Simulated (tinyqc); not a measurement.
Band bending at a free surface with a continuum of surface states, surface photovoltage and Kelvin probe: one step of the calculation.

n-type bulk, xi = Ec - EF = Vt ln(Nc/Nd), p0 = ni^2/Nd, ni = sqrt(Nc Nv) exp(-Eg/(2 Vt)), Eg in volts. b is the upward band bending, u = b/Vt. Space charge per area, in units of q: Qc = sign(b) sqrt((2 eps0 eps_r Vt/q) [(Nd + dn)(exp(-u) - 1) + Nd u + (p0 + dn)(exp(u) - 1)]), with dn the excess density under light (flat quasi-Fermi levels; 0 in the dark). The states hold -Ds (E0 - xi - b): negative while the Fermi level lies above the neutrality level. Neutrality: Qc + Qf + (charge of the states) = 0.

Question. Band bending in the dark. Fixed-point step: b(new) = E0 - xi - (Qc(b) + Qf)/Ds.

Parameters, values chosen for the exercise; band and dielectric values close to those of gallium arsenide:

| symbol | value | unit | meaning |
|---|---|---|---|
| T | 300 | K | temperature |
| Eg | 1.41 | eV | band gap |
| eps_r | 12.7 |  | relative permittivity |
| Nc | 4.32e17 | cm^-3 | conduction-band density of states at T |
| Nv | 9.15e18 | cm^-3 | valence-band density of states at T |
| Nd | 9.2e15 | cm^-3 | donor density |
| Qf | 0 | cm^-2 | fixed positive charge at the surface |
| Ds | 1.3e12 | cm^-2 eV^-1 | density of surface states |
| E0 | 0.64 | eV | depth of their neutrality level below the conduction edge |

Constants: q = 1.602176634e-19 C, kB = 1.380649e-23 J/K, Vt = kB T/q, eps0 = 8.8541878128e-14 F/cm where lengths are in cm. Results are converted to the units shown.

b after iteration 1 = 0.36475550 V

Find: b after iteration 2.

Answer.

b after iteration 2 = 0.37956 V

Computed by the program tinyqc: `OMP_NUM_THREADS=1 python tinyqc.py 2430053 2430054 out.jsonl`, one thread of a shared Intel Xeon 2.30GHz, about 0.01 s for the whole run.
